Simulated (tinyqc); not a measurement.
# p-n heterojunction, non-linear Poisson equation by Newton steps, Fermi-Dirac statistics: starts and damping rules compared

One dimension, material 1 (p-type) at x < 0 and material 2 (n-type) at x > 0. Band edges: Ec = -psi in material 1 and -psi + dEc in material 2, Ev = Ec - Eg. Flat quasi-Fermi levels: 0 for holes, +V for electrons. n = Nc F((EFn - Ec)/Vt), p = Nv F((Ev - EFp)/Vt), with F(eta) = F_1/2(eta) = (2/sqrt(pi)) int_0^infinity sqrt(u) du/(1 + exp(u - eta)) (Fermi-Dirac statistics); full ionisation, no interface charge, classical densities; the doping types are chosen for the exercise.

a_i = eps0 eps_r/h_i for the interval from node i to i + 1, with h_i = x_(i+1) - x_i in cm.

n_i = Nc F(a_n), a_n = (V - Ec_i)/Vt; p_i = Nv F(a_p), a_p = (Ec_i - Eg)/Vt; rho_i = p_i - n_i + C_i with C = -N1 or +N2; g_i = (Nc F'(a_n) + Nv F'(a_p))/Vt with F' = F_-1/2(eta) = (1/sqrt(pi)) int_0^infinity u^(-1/2) du/(1 + exp(u - eta)). Box widths w_i = (h_(i-1) + h_i)/2 in cm. Residual F_i = a_i (psi_(i+1) - psi_i) - a_(i-1) (psi_i - psi_(i-1)) + q rho_i w_i; Jacobian: a_(i-1) and a_i beside the diagonal, b_i = -a_(i-1) - a_i - q g_i w_i on it. The two end nodes are fixed.

Iterations until the largest undamped |d| is below 1e-9 V (the last, tiny step is counted), with a cap of 100; "overflow" would mean that an exponential left the range of double precision. Starts:
- neutral: psi_L on the nodes of material 1 and psi_R on those of material 2.
- smooth: psi_L + (psi_R - psi_L)(1 + tanh(x/s))/2 on the inner nodes with s = 55 nm, psi_L and psi_R on the ends.
- linear: A straight line in x from psi_L to psi_R.

Rules for the step d, which solves the tridiagonal system a_(i-1) d_(i-1) + b_i d_i + a_i d_(i+1) = -F_i:
- full Newton steps: the full step is added.
- logarithmic damping: each component d is damped to sign(d) Vt ln(1 + |d|/Vt) before it is added.
- steps capped at 4 Vt: if the largest |d| exceeds 4 Vt, the whole step is scaled down so that it equals 4 Vt.
- halved steps: half of the step is added while the largest |d| exceeds 1.5 Vt, the full step after that.

Inputs (values chosen for the exercise); band and dielectric values close to those of CdTe and CdS:
```
symbol,value,unit,meaning
T,350,K,temperature
Eg1,1.48,eV,band gap of material 1
er1,10.3,,relative permittivity of material 1
Nc1,1.01e18,cm^-3,conduction-band density of states of material 1
Nv1,2.31e19,cm^-3,valence-band density of states of material 1
Eg2,2.44,eV,band gap of material 2
er2,9.05,,relative permittivity of material 2
Nc2,2.75e18,cm^-3,conduction-band density of states of material 2
Nv2,2.31e19,cm^-3,valence-band density of states of material 2
dEc,-0.11,eV,conduction-band offset Ec2 - Ec1
N1,4e17,cm^-3,acceptor density of material 1
N2,1.6e16,cm^-3,donor density of material 2
V,0,V,bias of side 1 against side 2
```

Constants: q = 1.602176634e-19 C, kB = 1.380649e-23 J/K, Vt = kB T/q, eps0 = 8.8541878128e-14 F/cm where lengths are in cm. Results are converted to the units shown.

```
node	x (nm)	material
0	-65.7	1
1	-50.4	1
2	-37.5	1
3	-26.5	1
4	-17.3	1
5	-9.42	1
6	-2.8	1
7	2.8	2
8	19	2
9	66	2
10	202	2
11	596	2
```

eps_r, interval 0 to 10: 10.3  10.3  10.3  10.3  10.3  10.3  9.63463  9.05  9.05  9.05  9.05
psi_L = -1.35785 V
psi_R = -0.265168 V

Iterations needed:
```
	full Newton steps	logarithmic damping	steps capped at 4 Vt	halved steps
neutral	7	18	12	10
smooth	13	12	9	13
linear	14	13	11	6
```

What does the table show?

The fewest iterations, 6, are needed by halved steps from the linear start. Every pairing converges. Lowest count for the worst start: steps capped at 4 Vt, at most 12 iterations.

tinyqc, about 0.2 s, one thread, Intel Xeon 2.30GHz (shared host): `OMP_NUM_THREADS=1 python tinyqc.py 2040096 2040097 out.jsonl`
